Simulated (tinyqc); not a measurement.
From results back to parameters: thin-film optics by transfer matrices. Two cases, with inputs chosen for the exercise.

Problem. One transparent film on the substrate, in air; its thickness is hidden and lies within the first period.

Indices N = n + i k. Snell: N0 sin(theta) = N_j sin(theta_j), with Im(N_j cos theta_j) >= 0. Admittance y_j = N_j cos theta_j for s and N_j/cos theta_j for p. Phase delta_j = 2 pi N_j cos theta_j d_j/lambda. Layer matrix [[cos delta, -i sin delta/y], [-i y sin delta, cos delta]], multiplied from the top down to M. (B, C) = M (1, y_sub); r = (y0 B - C)/(y0 B + C), R = |r|^2, T = 4 Re y0 Re y_sub/|y0 B + C|^2, absorbed in the films 1 - R - T.

Ellipsometry: rho = tan(Psi) exp(i Delta) = -conj(r_p/r_s) with the r of the admittance formula, Delta in 0 to 360 degrees, so that a bare dielectric at small angles gives Delta = 180.

Case 1.

Values chosen (indices near those of resist on W; shifted at random, so the results belong to these values and not to a real crystal): lam = 633 nm (vacuum wavelength); n0 = 1 (ambient index); n = (1.648, 3.645) (n of resist, substrate); k = (0, 2.895) (k in the same order); theta_e = 65 degrees (angle of the ellipsometer).

Psi = 31.909 degrees
Delta = 111.886 degrees

Case 2.

Values chosen (indices near those of SiO2 on Al; shifted at random, so the results belong to these values and not to a real crystal): lam = 365 nm (vacuum wavelength); n0 = 1 (ambient index); n = (1.487, 0.408) (n of SiO2, substrate); k = (0, 4.226) (k in the same order); theta_e = 75 degrees (angle of the ellipsometer).

Psi = 46.975 degrees
Delta = 240.186 degrees

Find: period; d.

Solution. Psi and Delta repeat with the period lambda/(2 sqrt(n^2 - sin^2 theta)); within one period they trace a closed curve once, and a scan of d finds the one point that matches both. Adding whole periods gives the same angles.

Case 1.

period = 229.9 nm
d = 29.1 nm

Case 2.

period = 161.4 nm
d = 78.0 nm

Computed by tinyqc, one run a case: `OMP_NUM_THREADS=1 python tinyqc.py N N+1 out.jsonl` with N = 1682646, 1682648; one thread of a shared Intel(R) Xeon(R) Processor @ 2.30GHz, about 0.02 s a run at most.
